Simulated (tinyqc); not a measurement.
Tamm state at the end of a one-band chain: one step. Levels of the finite chain. Two cases, with inputs chosen for the exercise.

Task: Diagonalise; give the weight of each level on site 1.

Give: levels; weights on site 1.

Case 1.

H (eV):
```
          1         2         3         4         5         6         7         8
1  -2.97000  -2.41000         0         0         0         0         0         0
2  -2.41000         0  -2.41000         0         0         0         0         0
3         0  -2.41000         0  -2.41000         0         0         0         0
4         0         0  -2.41000         0  -2.41000         0         0         0
5         0         0         0  -2.41000         0  -2.41000         0         0
6         0         0         0         0  -2.41000         0  -2.41000         0
7         0         0         0         0         0  -2.41000         0  -2.41000
8         0         0         0         0         0         0  -2.41000         0
```

Result:

levels (eV): -4.9109  -4.2074  -2.9999  -1.3949  0.3907  2.1154  3.5465  4.4905

weights on site 1: 0.3894  0.1663  0.1511  0.1215  0.0870  0.0532  0.0251  0.0065

The split-off level differs from the half-infinite value by +14.670 meV, the pull of the far end.

Case 2.

H (eV):
```
           1         2         3         4         5         6         7         8         9        10
1    2.25000  -0.96000         0         0         0         0         0         0         0         0
2   -0.96000         0  -0.96000         0         0         0         0         0         0         0
3          0  -0.96000         0  -0.96000         0         0         0         0         0         0
4          0         0  -0.96000         0  -0.96000         0         0         0         0         0
5          0         0         0  -0.96000         0  -0.96000         0         0         0         0
6          0         0         0         0  -0.96000         0  -0.96000         0         0         0
7          0         0         0         0         0  -0.96000         0  -0.96000         0         0
8          0         0         0         0         0         0  -0.96000         0  -0.96000         0
9          0         0         0         0         0         0         0  -0.96000         0  -0.96000
10         0         0         0         0         0         0         0         0  -0.96000         0
```

Result:

levels (eV): -1.8313  -1.5733  -1.1689  -0.6545  -0.0762  0.5134  1.0598  1.5096  1.8118  2.6596

weights on site 1: 0.0016  0.0062  0.0131  0.0214  0.0294  0.0352  0.0359  0.0280  0.0112  0.8180

The split-off level differs from the half-infinite value by 0.000 meV, the pull of the far end.

Computed by tinyqc, one run a case: `OMP_NUM_THREADS=1 python tinyqc.py N N+1 out.jsonl` with N = 1452625, 1452673; one thread of a shared Intel(R) Xeon(R) Processor @ 2.30GHz, about 0.01 s a run at most.
